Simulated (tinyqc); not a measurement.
## Thickness from two neighbouring fringes

Inverse problem. At normal incidence a transparent film with an index between those of air and substrate, taken as constant, has reflectance minima at 2 n1 d = (m + 1/2) lam (small phase shifts at the substrate neglected). Find d and the order m of the shorter wavelength.

Values chosen for this exercise: index of the transparent film n1 = 1.452.

wavelengths of two neighbouring reflectance minima (nm): 540  603.52941

Solution. Neighbouring orders differ by one: 2 n1 d (1/lam1 - 1/lam2) = 1.

d = 1767 nm
m = 9

Computed by the program tinyqc: `OMP_NUM_THREADS=1 python tinyqc.py 2870228 2870229 out.jsonl`, one thread of a shared Intel Xeon 2.30GHz, about 0.01 s for the whole run.
